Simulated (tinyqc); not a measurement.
Leakage currents through a thin dielectric: one step, computed by the program tinyqc.

Electrons leave an electrode with Fermi energy E_F above its band bottom; barriers are counted from the Fermi level, and both electrodes are alike.

Task: Thermal currents. Schottky emission J = A T^2 exp(-(phi_B - sqrt(e^3 F/(4 pi k_o eps_0)))/k_B T), A = 4 pi e m k_B^2/h^3 with the tunnelling mass; Poole-Frenkel J = sigma_0 F exp(-(phi_t - sqrt(e^3 F/(pi k_o eps_0)))/k_B T); both use the field F of the dielectric.

Inputs (values chosen for the exercise, modelled on Si3N4):

| quantity | value | unit |
|---|---|---|
| barrier height phi_B | 2.18 | eV |
| tunnelling mass m | 0.39 | m_0 |
| optical permittivity k_o | 4.13 | - |
| trap depth phi_t | 1.4 | eV |
| Poole-Frenkel prefactor sigma_0 | 3.9e-07 | S/cm |
| temperature T | 300 | K |

Stack: single layer.

field F = 1.666667 MV/cm

Constants: e = 1.602176634e-19 C; eps_0 = 8.8541878128e-12 F/m; k_B = 8.617333262e-05 eV/K; m_0 = 9.1093837015e-31 kg; k_B = 1.380649e-23 J/K; h = 6.62607015e-34 J s.

Give: Schottky lowering; Poole-Frenkel lowering; Schottky current density; Poole-Frenkel current density.

Result:

Schottky lowering = 0.2411 eV

Poole-Frenkel lowering = 0.4821 eV

Schottky current density = 1.128e-26 A/cm^2

Poole-Frenkel current density = 2.473e-16 A/cm^2

The Poole-Frenkel lowering is twice the Schottky one, because the charge of a trap is fixed while an image charge moves with the electron. Caution: so small a Poole-Frenkel current cannot be measured, and its value is formal.
